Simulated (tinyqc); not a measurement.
# Electron mobility in a silicon inversion layer, empirical terms and Matthiessen rule: effect of the interlayer thickness

Inversion layer of sheet density Ns on a uniformly doped body, under a high-permittivity gate with an interlayer. The mobility terms are empirical power laws with prefactors chosen for the exercise; adding their inverses (Matthiessen) is itself an approximation.

ni = sqrt(Nc Nv) exp(-Eg/(2 Vt)), Eg in volts; Ndep = sqrt(2 eps0 eps_r Nb (2 Vt ln(Nb/ni) + Vsb)/q); E = q (Ndep + eta Ns)/(eps0 eps_r), in MV/cm. With t = T/(300 K): muC = Ac (Ns/1e12 cm^-2) t/(Nb/1e17 cm^-3 + Nit/1e11 cm^-2), muP = Ap E^(-1/3) t^(-1.75), muS = As E^(-gs), muR = Ar exp(2 ti/lr)/t; 1/mu is the sum of the inverses.

Parameters, values chosen for the exercise; material values close to those of silicon:
```
symbol    value        unit                                                meaning
T           300           K                                            temperature
Eg          1.1          eV                                               band gap
eps_r      11.6                         relative permittivity of the semiconductor
Nc      2.75e19       cm^-3                 conduction-band density of states at T
Nv      2.63e19       cm^-3                    valence-band density of states at T
Nb       1.9e17       cm^-3                                            body doping
Vsb         0.6           V                                      reverse body bias
eta         0.5              weight of the inversion charge in the effective field
Ap          445  cm^2/(V s)           phonon-limited mobility at 1 MV/cm and 300 K
As          992  cm^2/(V s)                  roughness-limited mobility at 1 MV/cm
gs            2                                     exponent of the roughness term
Ac         3700  cm^2/(V s)                                      Coulomb prefactor
Nit        1e12       cm^-2                                charge at the interface
Ar          320  cm^2/(V s)              remote-phonon mobility without interlayer
lr          0.5          nm                         decay length of remote phonons
Ns       5.2e11       cm^-2                                      inversion density
```

Constants: q = 1.602176634e-19 C, kB = 1.380649e-23 J/K, Vt = kB T/q, eps0 = 8.8541878128e-14 F/cm where lengths are in cm. Results are converted to the units shown.

The same in every row: E (MV/cm) = 0.3331; muC (cm^2/(V s)) = 161.7; muP (cm^2/(V s)) = 641.9; muS (cm^2/(V s)) = 8939.

Result of one run:

| ti (nm) | muR (cm^2/(V s)) | mu (cm^2/(V s)) |
|---|---|---|
| 0.8 | 7850 | 125.3 |

What becomes of these results when the interlayer thickness ti is changed from 0.8 to 0.2 nm, all else the same?

Result of the changed run:

| ti (nm) | muR (cm^2/(V s)) | mu (cm^2/(V s)) |
|---|---|---|
| 0.2 | 712.2 | 108.0 |

The whole series:

| ti (nm) | muR (cm^2/(V s)) | mu (cm^2/(V s)) |
|---|---|---|
| 0.2 | 712.2 | 108.0 |
| 0.4 | 1585 | 117.8 |
| 0.6 | 3527 | 122.9 |
| 0.8 | 7850 | 125.3 |
| 1 | 1.747e4 | 126.4 |
| 1.2 | 3.888e4 | 126.9 |
| 1.4 | 8.654e4 | 127.1 |
| 1.6 | 1.926e5 | 127.2 |
| 1.8 | 4.286e5 | 127.3 |

As ti goes from 0.2 to 1.8 nm, E stays at 0.333 MV/cm and mu rises from 108 to 127 cm^2/(V s). The Coulomb term is the smallest in the first and the last row.

Numbers from tinyqc (`OMP_NUM_THREADS=1 python tinyqc.py 2510136 2510137 out.jsonl`; about 0.01 s on one thread of a shared Intel Xeon 2.30GHz).
